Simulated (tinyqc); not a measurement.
Born-von Karman spring model of a cubic crystal with one atom per cell: one step, computed by the program tinyqc. Command: `OMP_NUM_THREADS=1 python tinyqc.py 3030416 3030417 out.jsonl springs walk`. One thread of a shared host (Intel(R) Xeon(R) Processor @ 2.30GHz), about 0.2 s of CPU time with the checks.

First neighbours lie at a/2 (1,1,0) (12 of them), second at a (1,0,0) (6), with all permutations and signs; the volume per atom is Omega = a^3/4.

Task: Elastic constants from long waves. [ij,kl] = (1/(2 Omega)) sum_R K_ij R_k R_l; C11 = [xx,xx], C44 = [xx,yy], C12 = 2 [xy,xy] - C44; B = (C11 + 2 C12)/3; Zener ratio A = 2 C44/(C11 - C12). K(R) = kL n n^T + kT (1 - n n^T).

Inputs (values chosen for the exercise, for a model crystal):

| quantity | value | unit |
|---|---|---|
| lattice constant a | 4.9 | angstrom |
| radial spring k1L | 2.19 | eV/angstrom^2 |
| transverse spring k1T | -0.018 | eV/angstrom^2 |
| radial spring k2L | 0.075 | eV/angstrom^2 |
| transverse spring k2T | 0.012 | eV/angstrom^2 |

Lattice: fcc.

Constants: 1 eV/angstrom^3 = 160.2176634 GPa.

Give: C11; C12; C44; bulk modulus B; Zener ratio A.

Result:

C11 = 151.85 GPa

C12 = 72.981 GPa

C44 = 71.411 GPa

bulk modulus B = 99.270 GPa

Zener ratio A = 1.8109

C12 - C44 = 1.57 GPa: the Cauchy relation fails because sum_R kT R^2 is not zero; a negative sum gives a positive Cauchy pressure.
